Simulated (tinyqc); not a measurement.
Nanowire ballistic transistor, top-of-the-barrier model: two steps of the calculation.

At the top of the source barrier, states moving towards the drain are filled by the source (Fermi level 0) and states moving back by the drain (Fermi level -q Vd); nothing scatters. U is the shift of the band edge there, set by the capacitances CG, CD and CS (the total) and by the charge. Parabolic one-dimensional subbands; the source is grounded.

Values chosen for this exercise; mass and valleys made up: temperature T = 300 K; effective mass m = 0.0306 m0; valley degeneracy gv = 4; relative permittivity of the gate insulator eox = 22; insulator thickness tox = 2.6 nm; wire diameter d = 3 nm; offset of a second subband (0: none) dE = 0.09 eV; gate control CG/CS aG = 0.95; drain control CD/CS aD = 0.007; band edge at the barrier top above the source Fermi level at zero bias E0 = 0.36 eV; gate voltage Vg = 0.56 V; drain voltage Vd = 0.8 V.

Constants: q = 1.602176634e-19 C, kB = 1.380649e-23 J/K, hbar = 1.054571817e-34 J s, m0 = 9.1093837015e-31 kg, Vt = kB T/q, eps0 = 8.8541878128e-14 F/cm where lengths are in cm. Results are converted to the units shown.

Problem 1. Density of states, capacitances and charge at zero bias. N0 = gv sqrt(2 m kB T/pi)/hbar, CG = 2 pi eps0 eox/ln(1 + 2 tox/d), CS = CG/aG, n0 = n at U = 0 and Vd = 0. eta1 = -(E0 + U)/Vt, eta2 = eta1 - Vd/Vt, n = (N0/2)[F_(-1/2)(eta1) + F_(-1/2)(eta2)], F_(-1/2)(x) = (1/sqrt(pi)) int_0^infinity u^(-1/2)/(1 + exp(u - x)) du. Each F is summed over the two subbands, F(eta) + F(eta - dE/Vt), which share the mass. UL = -(aG Vg + aD Vd).

Give: N0; CG; CS; n0; UL.

Solution 1.

N0 = 3.252e6 cm^-1
CG = 12.17 pF/cm
CS = 12.81 pF/cm
n0 = 3.003 cm^-1
UL = -0.5376 eV

Problem 2. Self-consistent potential at the barrier top. U(out) = UL + q (n - n0)/CS. U(new) = U + 0.2 (U(out) - U).

U after iteration 1 = -0.51760452 eV
N0 = 3.2518565e6 cm^-1
CS = 12.812567 pF/cm
n0 = 3.0030131 cm^-1
UL = -0.5376 eV

Wanted: eta1; eta2; n; U(out); U after iteration 2.

Solution 2.

eta1 = 6.0964
eta2 = -24.849
n = 7.2532e6 cm^-1
U(out) = -0.44690 eV
U after iteration 2 = -0.50346 eV

Program tinyqc, `OMP_NUM_THREADS=1 python tinyqc.py 2400027 2400028 out.jsonl`; Intel Xeon 2.30GHz, shared host, one thread, about 0.07 s.
